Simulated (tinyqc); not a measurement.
Quarter-wave Bragg mirror and the threshold of a vertical cavity: effect of the index contrast.

N pairs of lossless layers, each a quarter wave thick at lam, in the order nH, nL from the incident medium n0 to the exit medium ns; normal incidence, no dispersion. At wavelength lam + dw each layer has the phase d = (pi/2) lam/(lam + dw) and the matrix [[cos d, i sin d/n], [i n sin d, cos d]].

At the design wavelength Y = ns (nH/nL)^(2 N), T0 = 4 n0 Y/(n0 + Y)^2; stop band, to first order in its width, (4 lam/pi) arcsin((nH - nL)/(nH + nL)); layer thicknesses lam/(4 n). N99 is the number of pairs, not rounded, for T0 = 1 %; Lp = lam/(4 (nH - nL)).

Inputs (values chosen for the exercise); indices close to those of silicon and silicon dioxide:
- lam = 1550 nm (design wavelength)
- nH = 3.461 (high index)
- N = 2 (number of pairs)
- n0 = 1 (index of the incident medium)
- ns = 1.5 (index of the exit medium)

Effect of the index contrast:
```
nL    T0 (%)  stop band (nm)    N99  Lp (nm)
2.08   29.44           497.1  5.480    280.6
2.29   40.18           404.7  6.757    330.9
2.49   51.43           323.5  8.475    399.1
2.7    63.52           244.4  11.24    509.2
2.91   74.98           170.9  16.09    703.3
3.11   84.47           105.5  26.10     1104
3.32   92.25           41.04  67.09     2748
```

What does the table show?

As nL nears nH = 3.461, the stop band falls from 497 to 41.0 nm, N99 rises from 5.48 to 67.1 and Lp rises from 281 to 2750 nm. The product of stop band and Lp changes only from 1.39e5 to 1.13e5 nm^2.

tinyqc, about 0.01 s, one thread, Intel Xeon 2.30GHz (shared host): `OMP_NUM_THREADS=1 python tinyqc.py 2650129 2650130 out.jsonl`
